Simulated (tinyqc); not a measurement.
Width of the well: strained quantum well: band edges, subbands and transparency.

Growth on (001), barriers unstrained: tr(e) = e (2 - nu2), Z = b e (1 + nu2); Ec = Ev + Eg + ac tr(e), E_HH = Ev + av tr(e) + Z, E_LH = Ev + av tr(e) - Z (coupling to the split-off band left out).

Masses along z: me, 1/(g1 - 2 g2) for HH, 1/(g1 + 2 g2) for LH, likewise in the barrier; in the plane me, 1/(g1 + g2) for HH and 1/(g1 - g2) for LH (no mixing, which understates the hole masses away from k = 0). Level n solves k L + 2 atan[(k/m)/(kappa/mb)] = n pi, k = sqrt(m E/c), kappa = sqrt(mb (V - E)/c), c = hbar^2/2m0.

Transparency (Bernard-Duraffourg): Fc - Fv equals the lowest transition energy with n = p, n = sum m/(2 pi c) kB T ln(1 + exp((Fc - E)/kB T)) and p likewise over the listed subbands; c = hbar^2/2m0, 1/angstrom^2 = 1e16/cm^2.

Constants: hbar^2/2m0 = 3.80998211 eV angstrom^2; kB = 8.617333262e-05 eV/K; hc = 1239.841984 eV nm.

Inputs chosen for the exercise (near those of an InGaAs/InP well; shifted at random, so the results belong to these values and not to a real crystal): e = 0.0004 (strain in the plane); nu2 = 0.997 (2 C12/C11); Eg = 0.724 eV (unstrained gap of the well); Ev = -0.594 eV (its valence edge); ac = -6.06 eV; av = 1.08 eV (Ev moves by av tr(e)); b = -1.89 eV (shear potential); Egb = 1.348 eV (gap of the barrier); Evb = -0.94 eV (its valence edge); me = 0.043 m0 (electron mass); g1 = 13.88 (gamma1); g2 = 5.47 (gamma2); meb = 0.08 m0; g1b = 5.08; g2b = 1.6; T = 350 K (temperature); Ls = (25, 35, 50, 65, 85, 110, 150) angstrom (widths).

All levels anew.

Results:
```
L (angstrom)  wavelength (nm)  top hole  hh1 - lh1 (meV)  n_tr (1e12/cm^2)  share in top  n_tr/L (1e18/cm^3)
25                       1289       hh1               96             0.436          0.89                1.74
35                       1381       hh1               80             0.453          0.82                1.30
50                       1473       hh1               61             0.494          0.68                0.99
65                       1532       hh1               47             0.542          0.55                0.83
110                      1621       hh1               24             0.683          0.34                0.62
150                      1655       hh1               15             0.826          0.26                0.55
```

Give the missing row, L (angstrom) = 85.

Computed row:
```
L (angstrom)  wavelength (nm)  top hole  hh1 - lh1 (meV)  n_tr (1e12/cm^2)  share in top  n_tr/L (1e18/cm^3)
85                       1582       hh1               34             0.604          0.44                0.71
```

The wavelength tunes by 366 nm. The sheet density at transparency changes from 0.44 to 0.83, the top hole subband holding 0.89 and 0.26 of the holes at the ends, while the volume density falls by a factor 3.2. Critical thickness and carrier escape are left out.

tinyqc: `OMP_NUM_THREADS=1 python tinyqc.py 1251615 1251616 out.jsonl`; about 0.01 s, one thread, shared Intel(R) Xeon(R) Processor @ 2.30GHz.
